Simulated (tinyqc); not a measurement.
AlGaN/GaN HEMT with access regions, lumped model: one step of the calculation.

A polarisation-induced electron sheet under a Schottky gate, in series with two ungated access regions and contacts. Drift law v = mu E/(1 + mu E/vs) under the gate. Currents in mA/mm, resistances in ohm mm. No self-heating, no channel-length modulation; fits for polarisation, barrier and offset are chosen for the exercise.

Question. Polarisation charge, threshold and sheet resistance. sigma = (5e13 x + 1.6e13 x^2) cm^-2, phiB = 0.84 + 1.3 x, dEc = 0.7 (1.71 x + x^2) in volts, Cb = eps0 eps_r/d, VT = phiB - dEc - q sigma/Cb, access density n0 = -Cb VT/q. Rsh = 1/(q mu n0); largest access current q n0 vs.

Parameters, values chosen for the exercise; values close to those of AlGaN/GaN structures:

| symbol | value | unit | meaning |
|---|---|---|---|
| x | 0.3 |  | aluminium share of the barrier |
| d | 12 | nm | barrier thickness |
| eps_r | 9.5 |  | relative permittivity of barrier and channel |
| mu | 2000 | cm^2/(V s) | channel mobility |
| vs | 1.2e7 | cm/s | saturation velocity |

Constants: q = 1.602176634e-19 C, eps0 = 8.8541878128e-14 F/cm where lengths are in cm. Results are converted to the units shown.

Wanted: sigma; Cb; VT; n0; Rsh; q n0 vs.

Answer.

sigma = 1.6440e13 cm^-2
Cb = 0.70096 uF/cm^2
VT = -2.9498 V
n0 = 1.2905e13 cm^-2
Rsh = 241.82 ohm
q n0 vs = 2481.2 mA/mm

Program tinyqc, `OMP_NUM_THREADS=1 python tinyqc.py 2570033 2570034 out.jsonl`; Intel Xeon 2.30GHz, shared host, one thread, about 0.02 s.
